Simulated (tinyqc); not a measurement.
Two regimes over temperature: microkinetic model of low-temperature epitaxy from hydride gases: adsorption, hydrogen desorption and rate control. Computed by tinyqc, a small Python program. Command: `OMP_NUM_THREADS=1 python tinyqc.py 3011572 3011573 out.jsonl hepi walk`. One thread of a shared host (Intel(R) Xeon(R) Processor @ 2.30GHz), about 0.01 s of CPU time with the checks.

Each hydride molecule needs two free sites and leaves four hydrogen atoms, of which two leave at once as H2; theta is the hydrogen coverage, the site density is 6.78 per nm^2 and one layer is 1.358 angstrom thick.

Inputs (values chosen for the exercise, close to those used for silane, with second-order desorption as on Si(111) but the site density of Si(001)):
```
quantity                            value  unit
silane pressure p_S                 0.023    Pa
sticking prefactor of silane s0     0.018     -
adsorption barrier E_s               0.29    eV
desorption prefactor nu_d         2.1e+12   1/s
desorption energy on silicon E_d      2.1    eV
hydrogen carrier pressure p_H           0    Pa
sticking of hydrogen s_H          9.7e-07     -
```

Film: silicon. Order of hydrogen desorption: second.

Constants: k_B = 8.617333262e-05 eV/K; u = 1.6605390666e-27 kg; k_B = 1.380649e-23 J/K.

Method:
- Flux per site F = p/(sqrt(2 pi M k_B T) x 6.78e18 per m^2), M = 32.12 u (silane), 2.016 u (hydrogen); s = s0 exp(-E_s/(k_B T)); k_S = s F_S = k; k_H = s_H F_H; k_d = nu_d exp(-E_d/(k_B T)).
- With k the hydride and k_H the hydrogen adsorption rate on free pairs and k_d the desorption rate, steady state: 2 (k + k_H)(1 - theta)^2 = k_d theta^2; growth rate R = k (1 - theta)^2 layers/s; 1 layer/s = 8.148 nm/min.
- Temperatures in kelvin are T(C) + 273.15.
- Limits: desorption-limited R = k_d k/(2 (k + k_H)), adsorption-limited R = k.

Growth:
```
T (C)    theta  G (nm/min)  desorption limit (nm/min)  adsorption limit (nm/min)
400    0.85894     0.00120                 1.6212e-03                    0.06011
450    0.67037     0.00890                 1.9811e-02                    0.08194
500    0.43880     0.03372                 1.7514e-01                    0.10707
550    0.25222     0.07559                 1.1882e+00                    0.13518
600    0.13798     0.12325                 6.4736e+00                    0.16587
650    0.07603     0.16969                 2.9353e+01                    0.19876
700    0.04331     0.21369                 1.1395e+02                    0.23347
750    0.02570     0.25593                 3.8741e+02                    0.26961
800    0.01590     0.29718                 1.1752e+03                    0.30686
850    0.01023     0.33787                 3.2297e+03                    0.34489
```

What does the comparison show, and why?

The apparent activation energy of G is 1.68 eV between the first rows and 0.27 eV between the last; full hydrogen cover gives a value near the desorption energy (plus E_s where k_H far exceeds k), a bare surface one near E_s less k_B T/2 from the flux. The coverage passes one half between 450 and 500 C, the knee of the Arrhenius plot.

Extremes, crossings and ranges named in words are read from the listed rows.
